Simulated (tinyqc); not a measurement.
Phonon-assisted absorption at an indirect gap, step by step. Values are carried at full precision from step to step, so a last printed digit may differ when a step is redone from the rounded ones.

alpha(E) = sum_j A_j [N_j (E - Eg + w_j)^2 + (N_j + 1)(E - Eg - w_j)^2], each bracket counted only where its base is positive; N_j = 1/(exp(w_j/kB T) - 1). The first term absorbs a phonon and the second emits one; excitons and direct transitions are left out.

Constants: kB = 8.617333262e-05 eV/K.

Values chosen for the exercise (loosely those of Si at room temperature; Eg is not tied to T; shifted at random, so the results belong to these values and not to a real crystal):
```
symbol  value         unit         meaning
Eg      1.113         eV           indirect gap, held fixed unless listed
w       (58.9, 18.5)  meV          two zone-edge phonons
A       (2700, 790)   1/(cm eV^2)  their strengths
T       400           K
E       1.406         eV           photon energy
nr      3.61                       refractive index
d       59            micrometre   thickness
xj      0.53          micrometre   dead layer at the surface
W       26            micrometre   depleted width
L       120           micrometre   minority diffusion length below it
```

## The four branches at one energy

Evaluate the occupations and each term.

N_j: [0.2211, 1.408]

terms with phonon absorption (1/cm): [73.94, 107.9]

terms with phonon emission (1/cm): [180.7, 143.3]

alpha = 505.9 1/cm
wavelength hc/E (hc = 1239.841984 eV nm) = 881.8 nm

Phonon absorption supplies 35.9 % of alpha; the depth 1/alpha is 19.8 micrometre.

## What a slab does with it

Slab of thickness d in air, incoherent passes: R = ((nr - 1)/(nr + 1))^2, x = exp(-alpha d); transmitted Tr = (1 - R)^2 x/(1 - R^2 x^2), reflected Rt = R + (1 - R)^2 R x^2/(1 - R^2 x^2), absorbed Ab = (1 - R)(1 - x)/(1 - R x).

d in cm is 1e-4 times the value in micrometres.

R = 0.3205
x = 0.0506
Tr = 0.0233
Rt = 0.3209
Ab = 0.6557

A single pass would absorb (1 - R)(1 - x) = 0.6451; the back face adds 0.0106.

## Quantum efficiency of a diode

Photodiode (Gaertner form with a dead layer): QE = (1 - R) exp(-alpha xj) [1 - exp(-alpha W)/(1 + alpha L)], R = ((nr - 1)/(nr + 1))^2; responsivity = QE/E in A/W for E in eV.

Evaluate the factors; 1 micrometre = 1e-4 cm.

passes the dead layer = 0.9735
collected share = 0.9620
QE = 0.6364
responsivity = 0.4526 A/W

Without diffusion from below the collected share would be 0.7316.

## Checks

- Tr + Rt + Ab against 1: both 1.000000.

(tinyqc, `OMP_NUM_THREADS=1 python tinyqc.py 1652036 1652037 out.jsonl`, Intel(R) Xeon(R) Processor @ 2.30GHz, 1 thread, shared host, about 0.01 s.)
